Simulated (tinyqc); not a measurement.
X-ray photoelectron analysis of a thin oxide on a semiconductor: attenuation lengths, thickness, angle series and band offsets: one step, computed by the program tinyqc.

The same element is seen in the oxide and in the substrate, at nearly the same kinetic energy; films are flat and uniform, and the work function is ignored.

Question. Peak ratio. R_0 = (rho_o/M_o) L_o/((rho_s/M_s) L_s); peak ratio R = I_ox/I_sub = R_0 [exp(d/(L_o cos theta)) - 1]; hence d = L_o cos theta ln(1 + R/R_0). A carbon layer weakens both peaks alike, by exp(-d_C/(L_o cos theta)) if its L is taken equal to L_o. This R_0 leaves out intrinsic losses from the substrate peak, so calibrated values can be larger.

Inputs (values chosen for the exercise, modelled on SiO2 on 4H-SiC):
```
quantity                        value     unit
oxide density                    2.14   g/cm^3
oxide formula mass              60.08    g/mol
substrate density                3.21   g/cm^3
substrate formula mass           40.1    g/mol
oxide thickness d                   2       nm
emission angle from the normal     15  degrees
carbon overlayer                 0.48       nm
```

L in the oxide = 3.529669 nm

L in the substrate = 2.656320 nm

Give: R_0; d/(L_o cos theta); ratio R; oxide share of the counts; attenuation by carbon; depth 3 L_o cos theta.

Answer.

R_0 = 0.5913

d/(L_o cos theta) = 0.5866

ratio R = 0.4718

oxide share of the counts = 0.3205

attenuation by carbon = 0.8687

depth 3 L_o cos theta = 10.23 nm
